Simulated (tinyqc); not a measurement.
G0W0 on RHF in the sto-3g basis, for BeH2, spin multiplicity 1, step by step (part 1 of 2). Computed by tinyqc, a small Python program that keeps every step (integrals from PySCF). Settings: charge = 0, multiplicity = 1, basis = sto-3g, method = RHF, energy threshold = 1e-10, iteration cap = 88, orthogonalisation = canonical, start = atomic densities, DIIS depth = 6. Command: `OMP_NUM_THREADS=1 python tinyqc.py 22992 22993 out.jsonl` (the two numbers bound the seeds that draw the settings). One thread of a shared host (Intel(R) Xeon(R) Processor @ 2.60GHz), about 0.09 s of CPU time with the checks. The early iterations of the SCF are left out here.

## One-electron integrals

Geometry (angstrom):

| atom | x | y | z |
|---|---|---|---|
| Be | 0.000000 | 0.000000 | 0.000000 |
| H | 0.000000 | 1.236000 | 0.069000 |
| H | 0.000000 | -1.236000 | 0.069000 |

Basis sto-3g: exponents (1/bohr^2) and contraction coefficients of normalised primitives:

| element | l (shell) | exponent | coefficient |
|---|---|---|---|
| Be | s (1) | 30.167871 | 0.154329 |
| Be | s (1) | 5.495115 | 0.535328 |
| Be | s (1) | 1.487193 | 0.444635 |
| Be | s (2) | 1.314833 | -0.099967 |
| Be | s (2) | 0.305539 | 0.399513 |
| Be | s (2) | 0.099371 | 0.700115 |
| Be | p (3) | 1.314833 | 0.155916 |
| Be | p (3) | 0.305539 | 0.607684 |
| Be | p (3) | 0.099371 | 0.391957 |
| H | s (1) | 3.425251 | 0.154329 |
| H | s (1) | 0.623914 | 0.535328 |
| H | s (1) | 0.168855 | 0.444635 |

Overlap, kinetic and nuclear-attraction integrals over the contracted functions; the nuclear repulsion is the sum of Za Zb / Rab.

nuclear repulsion = 3.63383903 hartree

overlap S:
```
           1Be 1s    1Be 2s   1Be 2px    1Be 2py   1Be 2pz     2H 1s      3H 1s
1Be 1s   1.000000  0.259517  0.000000   0.000000  0.000000  0.087085   0.087085
1Be 2s   0.259517  1.000000  0.000000   0.000000  0.000000  0.501733   0.501733
1Be 2px  0.000000  0.000000  1.000000   0.000000  0.000000  0.000000   0.000000
1Be 2py  0.000000  0.000000  0.000000   1.000000  0.000000  0.551492  -0.551492
1Be 2pz  0.000000  0.000000  0.000000   0.000000  1.000000  0.030787   0.030787
2H 1s    0.087085  0.501733  0.000000   0.551492  0.030787  1.000000   0.052179
3H 1s    0.087085  0.501733  0.000000  -0.551492  0.030787  0.052179   1.000000
```

kinetic energy T (hartree):
```
            1Be 1s     1Be 2s   1Be 2px    1Be 2py   1Be 2pz      2H 1s      3H 1s
1Be 1s    6.693975  -0.033012  0.000000   0.000000  0.000000  -0.016380  -0.016380
1Be 2s   -0.033012   0.211111  0.000000   0.000000  0.000000   0.085898   0.085898
1Be 2px   0.000000   0.000000  0.660592   0.000000  0.000000   0.000000   0.000000
1Be 2py   0.000000   0.000000  0.000000   0.660592  0.000000   0.228924  -0.228924
1Be 2pz   0.000000   0.000000  0.000000   0.000000  0.660592   0.012780   0.012780
2H 1s    -0.016380   0.085898  0.000000   0.228924  0.012780   0.760032  -0.010823
3H 1s    -0.016380   0.085898  0.000000  -0.228924  0.012780  -0.010823   0.760032
```

nuclear attraction V (hartree):
```
             1Be 1s     1Be 2s    1Be 2px    1Be 2py    1Be 2pz      2H 1s      3H 1s
1Be 1s   -15.416035  -2.121114   0.000000   0.000000  -0.002351  -0.714719  -0.714719
1Be 2s    -2.121114  -3.094647   0.000000   0.000000  -0.017927  -1.550164  -1.550164
1Be 2px    0.000000   0.000000  -2.990774   0.000000   0.000000   0.000000   0.000000
1Be 2py    0.000000   0.000000   0.000000  -3.246226   0.000000  -1.669255   1.669255
1Be 2pz   -0.002351  -0.017927   0.000000   0.000000  -2.991570  -0.095685  -0.095685
2H 1s     -0.714719  -1.550164   0.000000  -1.669255  -0.095685  -3.130076  -0.187019
3H 1s     -0.714719  -1.550164   0.000000   1.669255  -0.095685  -0.187019  -3.130076
```

core Hamiltonian H = T + V (hartree):
```
            1Be 1s     1Be 2s    1Be 2px    1Be 2py    1Be 2pz      2H 1s      3H 1s
1Be 1s   -8.722060  -2.154127   0.000000   0.000000  -0.002351  -0.731100  -0.731100
1Be 2s   -2.154127  -2.883536   0.000000   0.000000  -0.017927  -1.464266  -1.464266
1Be 2px   0.000000   0.000000  -2.330182   0.000000   0.000000   0.000000   0.000000
1Be 2py   0.000000   0.000000   0.000000  -2.585634   0.000000  -1.440331   1.440331
1Be 2pz  -0.002351  -0.017927   0.000000   0.000000  -2.330978  -0.082905  -0.082905
2H 1s    -0.731100  -1.464266   0.000000  -1.440331  -0.082905  -2.370044  -0.197842
3H 1s    -0.731100  -1.464266   0.000000   1.440331  -0.082905  -0.197842  -2.370044
```

## Two-electron integrals

Functions are numbered as in S; the eight-fold symmetry (ij|kl) = (ji|kl) = (kl|ij) leaves the list below.

Two-electron integrals (ij|kl) in chemists' order, unique and non-zero (hartree):
```
(11|11) 2.298831    (21|11) 0.392036    (21|21) 0.079539    (22|11) 0.570988
(22|21) 0.143041    (22|22) 0.417683    (31|31) 0.014607    (32|31) 0.021888
(32|32) 0.092265    (33|11) 0.569578    (33|21) 0.143083    (33|22) 0.417589
(33|33) 0.449859    (41|41) 0.014607    (42|41) 0.021888    (42|42) 0.092265
(43|43) 0.024249    (44|11) 0.569578    (44|21) 0.143083    (44|22) 0.417589
(44|33) 0.401360    (44|44) 0.449859    (51|51) 0.014607    (52|51) 0.021888
(52|52) 0.092265    (53|53) 0.024249    (54|54) 0.024249    (55|11) 0.569578
(55|21) 0.143083    (55|22) 0.417589    (55|33) 0.401360    (55|44) 0.401360
(55|55) 0.449859    (61|11) 0.130827    (61|21) 0.026488    (61|22) 0.047852
(61|33) 0.047498    (61|41) 0.002407    (61|42) 0.004432    (61|44) 0.048582
(61|51) 0.000134    (61|52) 0.000247    (61|54) 0.000061    (61|55) 0.047502
(61|61) 0.009273    (62|11) 0.257839    (62|21) 0.065219    (62|22) 0.200666
(62|33) 0.193784    (62|41) 0.008575    (62|42) 0.047840    (62|44) 0.214188
(62|51) 0.000479    (62|52) 0.002671    (62|54) 0.001139    (62|55) 0.193848
(62|61) 0.023911    (62|62) 0.132607    (63|31) 0.006686    (63|32) 0.029384
(63|43) 0.008796    (63|53) 0.000491    (63|63) 0.013968    (64|11) 0.256605
(64|21) 0.065814    (64|22) 0.212589    (64|33) 0.200123    (64|41) 0.014204
(64|42) 0.075387    (64|44) 0.237235    (64|51) 0.000420    (64|52) 0.002568
(64|54) 0.001581    (64|55) 0.200184    (64|61) 0.025510    (64|62) 0.161275
(64|64) 0.205482    (65|11) 0.014325    (65|21) 0.003674    (65|22) 0.011868
(65|33) 0.011172    (65|41) 0.000420    (65|42) 0.002568    (65|44) 0.012262
(65|51) 0.006709    (65|52) 0.029527    (65|54) 0.008857    (65|55) 0.012157
(65|61) 0.001424    (65|62) 0.009003    (65|64) 0.010691    (65|65) 0.014565
(66|11) 0.421428    (66|21) 0.108629    (66|22) 0.368730    (66|33) 0.342294
(66|41) 0.018652    (66|42) 0.126666    (66|44) 0.421010    (66|51) 0.001041
(66|52) 0.007071    (66|54) 0.004394    (66|55) 0.342539    (66|61) 0.041363
(66|62) 0.296576    (66|64) 0.386262    (66|65) 0.021563    (66|66) 0.774606
(71|11) 0.130827    (71|21) 0.026488    (71|22) 0.047852    (71|33) 0.047498
(71|41) -0.002407   (71|42) -0.004432   (71|44) 0.048582    (71|51) 0.000134
(71|52) 0.000247    (71|54) -0.000061   (71|55) 0.047502    (71|61) 0.008434
(71|62) 0.020196    (71|64) 0.019412    (71|65) 0.001206    (71|66) 0.032903
(71|71) 0.009273    (72|11) 0.257839    (72|21) 0.065219    (72|22) 0.200666
(72|33) 0.193784    (72|41) -0.008575   (72|42) -0.047840   (72|44) 0.214188
(72|51) 0.000479    (72|52) 0.002671    (72|54) -0.001139   (72|55) 0.193848
(72|61) 0.020196    (72|62) 0.076081    (72|64) 0.071677    (72|65) 0.005075
(72|66) 0.128147    (72|71) 0.023911    (72|72) 0.132607    (73|31) 0.006686
(73|32) 0.029384    (73|43) -0.008796   (73|53) 0.000491    (73|63) 0.006741
(73|73) 0.013968    (74|11) -0.256605   (74|21) -0.065814   (74|22) -0.212589
(74|33) -0.200123   (74|41) 0.014204    (74|42) 0.075387    (74|44) -0.237235
(74|51) -0.000420   (74|52) -0.002568   (74|54) 0.001581    (74|55) -0.200184
(74|61) -0.019412   (74|62) -0.071677   (74|64) -0.062961   (74|65) -0.004695
(74|66) -0.116656   (74|71) -0.025510   (74|72) -0.161275   (74|74) 0.205482
(75|11) 0.014325    (75|21) 0.003674    (75|22) 0.011868    (75|33) 0.011172
(75|41) -0.000420   (75|42) -0.002568   (75|44) 0.012262    (75|51) 0.006709
(75|52) 0.029527    (75|54) -0.008857   (75|55) 0.012157    (75|61) 0.001206
(75|62) 0.005075    (75|64) 0.004695    (75|65) 0.007071    (75|66) 0.008812
(75|71) 0.001424    (75|72) 0.009003    (75|74) -0.010691   (75|75) 0.014565
(76|11) 0.033764    (76|21) 0.008325    (76|22) 0.023167    (76|33) 0.022773
(76|44) 0.023926    (76|51) 0.000116    (76|52) 0.000528    (76|55) 0.022792
(76|61) 0.002800    (76|62) 0.011433    (76|64) 0.012319    (76|65) 0.000844
(76|66) 0.021605    (76|71) 0.002800    (76|72) 0.011433    (76|74) -0.012319
(76|75) 0.000844    (76|76) 0.001316    (77|11) 0.421428    (77|21) 0.108629
(77|22) 0.368730    (77|33) 0.342294    (77|41) -0.018652   (77|42) -0.126666
(77|44) 0.421010    (77|51) 0.001041    (77|52) 0.007071    (77|54) -0.004394
(77|55) 0.342539    (77|61) 0.032903    (77|62) 0.128147    (77|64) 0.116656
(77|65) 0.008812    (77|66) 0.213954    (77|71) 0.041363    (77|72) 0.296576
(77|74) -0.386262   (77|75) 0.021563    (77|76) 0.021605    (77|77) 0.774606
```

## Orthogonalisation

S = U s U^T; canonical form X = U s^(-1/2), so that X^T S X = 1. Each column of U has its largest component positive (the first on a tie).

eigenvalues of S: 0.193547  0.299032  0.924712  1.000000  1.002931  1.754274  1.825505

X:
```
                 1          2          3         4          5          6         7
1Be 1s    0.000000  -0.280496   0.956878  0.000000  -0.180597   0.000000  0.230609
1Be 2s    0.000000   1.334656  -0.117428  0.000000  -0.033320   0.000000  0.498404
1Be 2px   0.000000   0.000000   0.000000  1.000000   0.000000   0.000000  0.000000
1Be 2py   1.580184   0.000000   0.000000  0.000000   0.000000   0.542722  0.000000
1Be 2pz   0.000000   0.075524   0.195186  0.000000   0.979289   0.000000  0.026134
2H 1s    -1.155361  -0.859777  -0.238658  0.000000   0.046609   0.371140  0.350374
3H 1s     1.155361  -0.859777  -0.238658  0.000000   0.046609  -0.371140  0.350374
```

## Iteration 7 (converged): orbitals

converged F (hartree):
```
            1Be 1s     1Be 2s   1Be 2px    1Be 2py    1Be 2pz      2H 1s      3H 1s
1Be 1s   -4.513548  -1.288353  0.000000   0.000000   0.001162  -0.443378  -0.443378
1Be 2s   -1.288353  -0.652889  0.000000   0.000000  -0.015009  -0.459137  -0.459137
1Be 2px   0.000000   0.000000  0.208985   0.000000   0.000000   0.000000   0.000000
1Be 2py   0.000000   0.000000  0.000000  -0.279101   0.000000  -0.345980   0.345980
1Be 2pz   0.001162  -0.015009  0.000000   0.000000   0.207891  -0.015919  -0.015919
2H 1s    -0.443378  -0.459137  0.000000  -0.345980  -0.015919  -0.361075  -0.075641
3H 1s    -0.443378  -0.459137  0.000000   0.345980  -0.015919  -0.075641  -0.361075
```

Diagonalise F' = X^T F X, C = X C', fill 3 alpha and 3 beta electrons from the bottom; D = 2 C_occ C_occ^T. Each column has its largest component positive (the first on a tie).

F' = X^T F X (hartree):
```
          1          2          3         4          5          6          7
1  1.067668   0.000000   0.000000  0.000000   0.000000   0.033504   0.000000
2  0.000000   0.482849   0.321930  0.000000  -0.053479   0.000000   0.130612
3  0.000000   0.321930  -3.536347  0.000000   0.770613   0.000000  -1.568013
4  0.000000   0.000000   0.000000  0.208985   0.000000   0.000000   0.000000
5  0.000000  -0.053479   0.770613  0.000000   0.049474   0.000000   0.333690
6  0.033504   0.000000   0.000000  0.000000   0.000000  -0.439600   0.000000
7  0.000000   0.130612  -1.568013  0.000000   0.333690   0.000000  -1.270425
```

orbital energies (hartree): MO1 -4.517050, MO2 -0.473800, MO3 -0.440344, MO4 0.207696, MO5 0.208985, MO6 0.508706, MO7 1.068412

coefficients C:
```
               MO1        MO2        MO3        MO4       MO5        MO6        MO7
1Be 1s    0.991745  -0.233013   0.000000   0.021934  0.000000  -0.204342   0.000000
1Be 2s    0.031309   0.533873   0.000000  -0.103643  0.000000   1.322070   0.000000
1Be 2px   0.000000   0.000000   0.000000   0.000000  1.000000   0.000000   0.000000
1Be 2py   0.000000   0.000000   0.507489   0.000000  0.000000   0.000000   1.591850
1Be 2pz  -0.000060   0.013702   0.000000   0.994849  0.000000   0.116537   0.000000
2H 1s    -0.001617   0.396845   0.396711   0.039781  0.000000  -0.872948  -1.146833
3H 1s    -0.001617   0.396845  -0.396711   0.039781  0.000000  -0.872948   1.146833
```

D after iteration 7:
```
            1Be 1s     1Be 2s   1Be 2px    1Be 2py    1Be 2pz      2H 1s      3H 1s
1Be 1s    2.075705  -0.186697  0.000000   0.000000  -0.006505  -0.188147  -0.188147
1Be 2s   -0.186697   0.572002  0.000000   0.000000   0.014627   0.423629   0.423629
1Be 2px   0.000000   0.000000  0.000000   0.000000   0.000000   0.000000   0.000000
1Be 2py   0.000000   0.000000  0.000000   0.515090   0.000000   0.402653  -0.402653
1Be 2pz  -0.006505   0.014627  0.000000   0.000000   0.000376   0.010876   0.010876
2H 1s    -0.188147   0.423629  0.000000   0.402653   0.010876   0.629737   0.000218
3H 1s    -0.188147   0.423629  0.000000  -0.402653   0.010876   0.000218   0.629737
```

## Convergence

Stop when the energy changes by less than 1e-10 hartree and every element of the error matrix X^T (F D S - S D F) X is below 3e-06.

Course of the cycle:

| iteration | E (hartree) | change | largest element of the error matrix |
|---|---|---|---|
| 1 | -15.47338657 | - | 6.36e-01 |
| 2 | -15.54570361 | -7.23e-02 | 1.34e-01 |
| 3 | -15.55802350 | -1.23e-02 | 2.07e-02 |
| 4 | -15.55845491 | -4.31e-04 | 5.64e-04 |
| 5 | -15.55845565 | -7.41e-07 | 1.21e-04 |
| 6 | -15.55845568 | -2.74e-08 | 3.91e-06 |
| 7 | -15.55845568 | -8.41e-12 | 5.88e-07 |

PySCF RHF in the same basis = -15.55845568 hartree

Converged in 7 iterations.

## Integrals over molecular orbitals

(pq|rs) = sum C_ip C_jq C_kr C_ls (ij|kl), one index at a time.

one-electron integrals over orbitals h = C^T H C (hartree):
```
           1          2          3          4          5          6          7
1  -8.710280   0.235932   0.000000  -0.024351   0.000000   0.181760   0.000000
2   0.235932  -2.541275   0.000000  -0.001394   0.000000  -0.134067   0.000000
3   0.000000   0.000000  -2.509545   0.000000   0.000000   0.000000  -0.254851
4  -0.024351  -0.001394   0.000000  -2.328462   0.000000  -0.024537   0.000000
5   0.000000   0.000000   0.000000   0.000000  -2.330182   0.000000   0.000000
6   0.181760  -0.134067   0.000000  -0.024537   0.000000  -1.919358   0.000000
7   0.000000   0.000000  -0.254851   0.000000   0.000000   0.000000  -1.748041
```

Two-electron integrals over orbitals (pq|rs), unique and non-zero (hartree):
```
(11|11) 2.271402    (21|11) -0.206571   (21|21) 0.028794    (22|11) 0.503460
(22|21) -0.007383   (22|22) 0.409573    (31|31) 0.006612    (32|31) 0.015879
(32|32) 0.165964    (33|11) 0.475157    (33|21) -0.003049   (33|22) 0.422870
(33|33) 0.445722    (41|11) 0.018845    (41|21) -0.002328   (41|22) 0.002023
(41|33) 0.001171    (41|41) 0.015878    (42|11) -0.006198   (42|21) 0.000905
(42|22) 0.005993    (42|33) 0.005202    (42|41) 0.015353    (42|42) 0.050513
(43|31) -0.000023   (43|32) 0.004934    (43|43) 0.015844    (44|11) 0.568683
(44|21) -0.008565   (44|22) 0.375663    (44|33) 0.364850    (44|41) -0.002582
(44|42) -0.011114   (44|44) 0.450924    (51|51) 0.015768    (52|51) 0.015517
(52|52) 0.050612    (53|53) 0.015604    (54|51) -0.001612   (54|52) -0.004199
(54|54) 0.024581    (55|11) 0.569166    (55|21) -0.008495   (55|22) 0.376308
(55|33) 0.365101    (55|41) 0.000611    (55|42) -0.002818   (55|44) 0.401239
(55|55) 0.449859    (61|11) -0.169419   (61|21) 0.024341    (61|22) -0.007007
(61|33) -0.004599   (61|41) -0.000713   (61|42) 0.001755    (61|44) -0.004386
(61|55) -0.004062   (61|61) 0.021024    (62|11) 0.097300    (62|21) -0.006855
(62|22) -0.029264   (62|33) -0.051726   (62|41) 0.001636    (62|42) -0.000806
(62|44) 0.043976    (62|55) 0.044981    (62|61) -0.002828   (62|62) 0.075759
(63|31) -0.004016   (63|32) -0.096525   (63|43) -0.004014   (63|63) 0.082913
(64|11) 0.007437    (64|21) 0.000213    (64|22) 0.002594    (64|33) -0.000528
(64|41) 0.015843    (64|42) 0.046232    (64|44) -0.003767   (64|55) 0.002141
(64|61) 0.001611    (64|62) 0.008822    (64|64) 0.049645    (65|51) 0.016172
(65|52) 0.047492    (65|54) -0.003042   (65|65) 0.050864    (66|11) 0.480516
(66|21) -0.006204   (66|22) 0.406443    (66|33) 0.416922    (66|41) 0.003980
(66|42) 0.012567    (66|44) 0.371286    (66|55) 0.372966    (66|61) -0.005189
(66|62) -0.038129   (66|64) 0.008215    (66|66) 0.421166    (71|31) 0.011993
(71|32) 0.021368    (71|43) -0.000389   (71|63) -0.003314   (71|71) 0.022407
(72|31) 0.002781    (72|32) -0.047024   (72|43) -0.005416   (72|63) 0.060872
(72|71) 0.006591    (72|72) 0.056482    (73|11) 0.132499    (73|21) -0.005682
(73|22) -0.010213   (73|33) -0.024752   (73|41) -0.000546   (73|42) -0.008070
(73|44) 0.053531    (73|55) 0.053311    (73|61) -0.002958   (73|62) 0.070332
(73|64) 0.002252    (73|66) -0.031031   (73|73) 0.080545    (74|31) -0.001610
(74|32) -0.013782   (74|43) 0.013559    (74|63) 0.007890    (74|71) -0.002531
(74|72) 0.001819    (74|74) 0.017572    (75|53) 0.013884    (75|75) 0.016228
(76|31) 0.011979    (76|32) 0.142974    (76|43) 0.005770    (76|63) -0.097228
(76|71) 0.015917    (76|72) -0.059588   (76|74) -0.011854   (76|76) 0.141252
(77|11) 0.588631    (77|21) -0.009708   (77|22) 0.439895    (77|33) 0.459418
(77|41) 0.000304    (77|42) 0.000864    (77|44) 0.396706    (77|55) 0.396154
(77|61) -0.009178   (77|62) -0.045703   (77|64) -0.004016   (77|66) 0.445766
(77|73) -0.019412   (77|77) 0.502981
```
